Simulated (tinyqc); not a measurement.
From results back to parameters: polar nitride quantum well with polarisation fields. Two cases, with inputs chosen for the exercise.

Problem. The field in the well was computed from a hidden polarisation difference.

In a periodic stack without free charge the potential drop over a period vanishes: F_w = (P_b - P_w) Lb/(eps0 (eps_w Lb + eps_b Lw)), F_b = -F_w Lw/Lb, eps0 = 8.8541878e-12 F/m; 1 MV/cm = 1e8 V/m = 0.01 V/angstrom.

Find: P_b - P_w; sheet charge |P_b - P_w|/e, e = 1.602176634e-19 C; F_w for very thick barriers.

Method. P_b - P_w = eps0 F_w (eps_w Lb + eps_b Lw)/Lb; for Lb much larger than Lw the field tends to (P_b - P_w)/(eps0 eps_w).

Case 1.

Values chosen (near those of a GaN well in AlGaN; shifted at random, so the results belong to these values and not to a real crystal): Lw = 22 angstrom (well width); Lb = 60 angstrom (barrier width); eps_w = 10.3 (dielectric constant); eps_b = 10.3 (dielectric constant).

F_w = -0.9794 MV/cm

Solution.

P_b - P_w = -0.0122 C/m^2
sheet charge |P_b - P_w|/e, e = 1.602176634e-19 C = 0.76 x 1e13/cm^2
F_w for very thick barriers = -1.339 MV/cm

Case 2.

Values chosen (near those of a GaN well in AlN; shifted at random, so the results belong to these values and not to a real crystal): Lw = 38 angstrom (well width); Lb = 45 angstrom (barrier width); eps_w = 10.5 (dielectric constant); eps_b = 10.3 (dielectric constant).

F_w = -4.9181 MV/cm

Solution.

P_b - P_w = -0.0836 C/m^2
sheet charge |P_b - P_w|/e, e = 1.602176634e-19 C = 5.22 x 1e13/cm^2
F_w for very thick barriers = -8.992 MV/cm

Computed by tinyqc, one run a case: `OMP_NUM_THREADS=1 python tinyqc.py N N+1 out.jsonl` with N = 1252668, 1252727; one thread of a shared Intel(R) Xeon(R) Processor @ 2.30GHz, about 0.06 s a run at most.
